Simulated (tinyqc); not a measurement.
From results back to parameters: effective mass of the heavy-hole band from tabulated energies. Five cases, with inputs chosen for the exercise.

Problem. A band follows E (1 + alpha E) = c k^2/m, c = hbar^2/2m0. Its energies at two wave vectors are given.

Constants: hbar^2/2m0 = 3.80998211 eV angstrom^2.
Find: y = c k^2/E; m; alpha.
Method. y = m + m alpha E is a straight line through the two points.

Case 1.

Values chosen (out of a larger set: band of an eight-band Kane model near CdTe; not measured data): k12 = (0.048, 0.128) 1/angstrom (two wave vectors).

energies (meV): 12.44923  87.37277

Solution.

y = c k^2/E (m0): 0.70512  0.71444
m = 0.7036 m0
alpha = 0.18 1/eV

Case 2.

Values chosen (out of a larger set: band of an eight-band Kane model near GaAs; not measured data): k12 = (0.036, 0.096) 1/angstrom (two wave vectors).

energies (meV): 7.26916  43.98934

Solution.

y = c k^2/E (m0): 0.67927  0.79821
m = 0.6557 m0
alpha = 4.94 1/eV

Case 3.

Values chosen (out of a larger set: band of an eight-band Kane model near InSb; not measured data): k12 = (0.036, 0.096) 1/angstrom (two wave vectors).

energies (meV): 10.96739  74.04059

Solution.

y = c k^2/E (m0): 0.45022  0.47424
m = 0.4460 m0
alpha = 0.85 1/eV

Case 4.

Values chosen (out of a larger set: band of an eight-band Kane model near GaAs; not measured data): k12 = (0.036, 0.096) 1/angstrom (two wave vectors).

energies (meV): 7.00823  42.30227

Solution.

y = c k^2/E (m0): 0.70456  0.83005
m = 0.6796 m0
alpha = 5.23 1/eV

Case 5.

Values chosen (out of a larger set: band of an eight-band Kane model near InAs; not measured data): k12 = (0.051, 0.136) 1/angstrom (two wave vectors).

energies (meV): 18.21583  111.69454

Solution.

y = c k^2/E (m0): 0.54402  0.63091
m = 0.5271 m0
alpha = 1.76 1/eV

Computed by tinyqc, one run a case: `OMP_NUM_THREADS=1 python tinyqc.py N N+1 out.jsonl` with N = 1851258, 1851259, 1851284, 1880099, 1880230; one thread of a shared Intel(R) Xeon(R) Processor @ 2.30GHz, about 0.01 s a run at most.
